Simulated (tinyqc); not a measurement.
# Raman line shape of confined optical phonons and breathing modes of small crystals, step by step

A worked calculation. Computed by tinyqc, a small Python program that keeps every step. Command: `OMP_NUM_THREADS=1 python tinyqc.py 3022367 3022368 out.jsonl confine walk`. One thread of a shared host (Intel(R) Xeon(R) Processor @ 2.30GHz), about 0.02 s of CPU time with the checks. Intermediate numbers are printed to about 7 digits and carried at full precision; extremes and crossings named in words are read from the listed rows.

Confinement in 3 direction(s) lets phonons with q away from zero scatter light. q is in units of 2 pi/a, from 0 to 1, and the branch is isotropic: omega(q)^2 = (omega_0^2 + omega_X^2)/2 + ((omega_0^2 - omega_X^2)/2) cos(pi q). The model and its constant beta are phenomenological; beta = 8 is the common choice.

Inputs (values chosen for the exercise, modelled on diamond): bulk frequency omega_0 = 1332 1/cm; frequency at the zone boundary omega_X = 1230 1/cm; natural width Gamma_0 = 2 1/cm; lattice constant a = 3.567 angstrom; size L = 2.7 nm; confinement constant beta = 3; probe offset omega - omega_0 = -2.9 1/cm; longitudinal velocity = 17700 m/s; transverse velocity = 12400 m/s.

Shape: sphere.

Constants: c = 299792458 m/s.

## Range of wave vectors

Weight W(q) = q^2 exp(-(2 L q/a)^2/(2 beta)) dq, that is exp(-k^2 L^2/(2 beta pi^2)) for k = 2 pi q/a. Width q_c = a sqrt(2 beta)/(2 L), where the exponential falls to 1/e; curvature of the branch: omega(q) = omega_0 - c q^2, c = pi^2 (omega_0^2 - omega_X^2)/(8 omega_0); for small q_c the mean of q^2 is (number of confined directions) q_c^2/2, and the mean shift is -c times that.

q_c = 0.1618024 2 pi/a

curvature c = 242.0387 1/cm

mean shift, quadratic estimate = -9.504867 1/cm

omega(q_c) - omega_0 = -6.215810 1/cm

Caution: below about 3 nm surface bonds and discrete modes make the bulk branch a poor guide.

## Intensity at one frequency

I(omega) = int W(q) / [(omega - omega(q))^2 + (Gamma_0/2)^2] dq / int W dq x (Gamma_0/2)^2, by 400 Gauss-Legendre points on 0 < q < min(1, 2.5 a sqrt(2 beta)/L). Bulk Lorentzian 1/(1 + (2 offset/Gamma)^2); mean shift = weighted mean of omega(q) less the bulk frequency.

I at the probe offset = 0.1973519

bulk Lorentzian there = 0.1062699

mean shift, from the weights = -9.057747 1/cm

## Peak, width and asymmetry

The peak is the maximum of I; the width is taken between the half-maximum points, and the asymmetry is the low-side half-width over the high-side one.

peak shift = -4.0413 1/cm

full width = 12.753 1/cm

asymmetry = 2.4331

peak height (bulk = 1) = 0.2036

The peak moves 45 % as far as the mean: the tail on the low side carries the rest. A shift without broadening or asymmetry would point to stress, not size.

## Line shape against size

The formulas are those given above.

Line shape:
```
L (nm)  peak shift (1/cm)  full width (1/cm)  asymmetry  mean shift, quadratic estimate (1/cm)
3                 -3.3837              10.63      2.351                              -7.698942
3.6                -2.519             7.8753      2.176                              -5.346488
4.4               -1.8482             5.8176     1.9531                              -3.579054
5.5               -1.3269             4.3278     1.6992                              -2.290594
7                -0.93276             3.3256     1.4536                              -1.414091
10               -0.54563             2.5275     1.1923                             -0.6929048
15               -0.27964             2.1523      1.048                             -0.3079577
25               -0.10871             2.0236     1.0041                             -0.1108648
```

The peak shift falls with exponent -1.62 at the small end and -1.85 at the large end. For still larger L it tends to the mean shift, which goes as 1/L^2; the ratio is 0.44 in the first row and 0.98 in the last. The width exceeds Gamma_0 by over 10 % for L up to 10 nm. In a sphere the factor q^2 removes the weight at q = 0, so the peak itself moves strongly.

## Breathing mode of the free sphere

Lamb: with s = omega R/v_L, R = L/2, the lowest radial mode solves tan(s)/s = 1/(1 - s^2 v_L^2/(4 v_T^2)), s between pi/2 and pi; wavenumber = s v_L/(2 pi c R).

root s = 2.114004

breathing frequency = 4411.289 GHz

breathing wavenumber = 147.1448 1/cm

Checks made by the program: mean shift of a large crystal against the quadratic estimate (relative difference 9e-06).
